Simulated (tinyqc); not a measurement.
ROHF in the sto-3g basis, for H3, spin multiplicity 2, step by step. One step of it, computed by the program tinyqc.

Question. Iteration 1: Roothaan effective Fock matrix. With projectors Pc = D(beta) S, Po = (D(alpha) - D(beta)) S, Pv = 1 - D(alpha) S, the block xy is Px^T F Py; with Fc = (F(alpha) + F(beta))/2, the blocks are Fc for cc, oo, vv and cv, F(beta) for co and F(alpha) for ov.

F(alpha) (hartree), lower triangle:
```
           1H 1s      2H 1s      3H 1s
1H 1s  -0.316896
2H 1s  -0.246146  -0.194746
3H 1s  -0.397402  -0.250652  -0.364137
```

F(beta) (hartree), lower triangle:
```
           1H 1s      2H 1s      3H 1s
1H 1s  -0.068421
2H 1s  -0.270035  -0.036298
3H 1s  -0.217291  -0.278269  -0.001190
```

D(alpha) at the start, lower triangle:
```
           1H 1s      2H 1s     3H 1s
1H 1s   0.335362
2H 1s  -0.251871   1.168766
3H 1s   0.434793  -0.295056  0.564716
```

D(beta) at the start, lower triangle:
```
          1H 1s     2H 1s     3H 1s
1H 1s  0.027445
2H 1s  0.136501  0.678917
3H 1s  0.040632  0.202094  0.060157
```

overlap S, lower triangle:
```
          1H 1s     2H 1s     3H 1s
1H 1s  1.000000
2H 1s  0.307808  1.000000
3H 1s  0.308032  0.307820  1.000000
```

Give: effective F.

Answer.

effective F (hartree), lower triangle:
```
        1H 1s   2H 1s   3H 1s
1H 1s  -0.175
2H 1s  -0.257  -0.122
3H 1s  -0.298  -0.257  -0.186
```
